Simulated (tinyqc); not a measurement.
Changing the doping ratio N_0/N(W): minority-electron transport through the base of a bipolar transistor (Moll-Ross and Kroemer integrals). Computed by tinyqc, a small Python program. Command: `OMP_NUM_THREADS=1 python tinyqc.py 3023958 3023959 out.jsonl base sweep`. One thread of a shared host (Intel(R) Xeon(R) Processor @ 2.30GHz), about 0.01 s of CPU time with the checks.

Low injection, one dimension, x from the emitter edge (0) to the collector edge (W), s = x/W. Recombination is treated as a small correction (valid for tau_B well below tau_n), computed from the stored charge.

Inputs (values chosen for the exercise, modelled on silicon):
```
quantity,value,unit
intrinsic density n_i at the emitter edge,1e+10,1/cm^3
base doping at the emitter edge N_0,1.1e+18,1/cm^3
base width W,110,nm
mu_min,220,cm^2/(V s)
mu_max,1310,cm^2/(V s)
N_ref,1.7e+17,1/cm^3
saturation velocity v_s,1,1e7 cm/s
electron lifetime tau_n,6.9,ns
emitter Gummel number G_E,4.3e+13,s/cm^4
base-emitter voltage V_BE,0.66,V
temperature T,300,K
gap narrowing across the base dE_g,120,meV
```

Base doping profile: exponential. Gap grading: linear. Exit of the base: infinite sink.

Constants: k_B = 8.617333262e-05 eV/K; e = 1.602176634e-19 C.

Method:
- N(x) = N_0 (ratio)^(-s); n_i(x)^2 = n_i^2 exp(s dE_g/k_B T); D(x) = (k_B T/e) mu, mu = mu_min + (mu_max - mu_min)/(1 + (N/N_ref)^0.7).
- Field that drives electrons towards the collector, averaged over the base: (k_B T/e) ln[N_0 n_i(W)^2/(N(W) n_i^2)]/W.
- With y(x) = N n_i^2/(D n_i(x)^2): base Gummel number G_B = int_0^W y dx; J_C = e n_i^2 exp(e V_BE/k_B T)/G_B; n(x) = (J_C/e)(n_i(x)^2/(N n_i^2)) [int_x^W y dx]; transit time tau_B = (e/J_C) int n dx; trapezoid rule on 401 even points.
- Emitter-limited gain beta_E = G_E/G_B; recombination-limited gain beta_R = tau_n/tau_B; 1/beta = 1/beta_E + 1/beta_R; f_T from the base alone = 1/(2 pi tau_B).

One run for each value:
```
doping ratio N_0/N(W),base transit time tau_B (ps),base Gummel number G_B (s/cm^4),mean built-in field (kV/cm),current gain beta
1.5,1.5413,1.9936e+11,11.862,205.78
3.4,1.2028,1.6617e+11,13.785,247.60
7.9,0.9534,1.4164e+11,15.767,291.37
18,0.7793,1.2374e+11,17.702,334.39
41,0.6529,1.0985e+11,19.637,377.46
95,0.5577,9.8564e+10,21.612,421.41
220,0.4860,8.9391e+10,23.585,465.27
500,0.4316,8.1940e+10,25.515,508.09
```

Over the rows, base transit time tau_B (ps) falls from 1.54 to 0.432 (exponent d ln y / d ln x -0.30 between the first rows and -0.14 between the last); base Gummel number G_B (s/cm^4) falls from 1.99e11 to 8.19e10 (exponent d ln y / d ln x -0.22 between the first rows and -0.11 between the last); mean built-in field (kV/cm) rises from 11.9 to 25.5 (exponent d ln y / d ln x 0.18 between the first rows and 0.096 between the last). A steeper profile adds a drift field and raises the mobility near the collector, at fixed N_0.

Caution (rows 7.90, 18.0, 41.0, 95.0, 220, 500): the mean velocity exceeds v_s, so drift-diffusion with a low-field mobility overstates the speed.
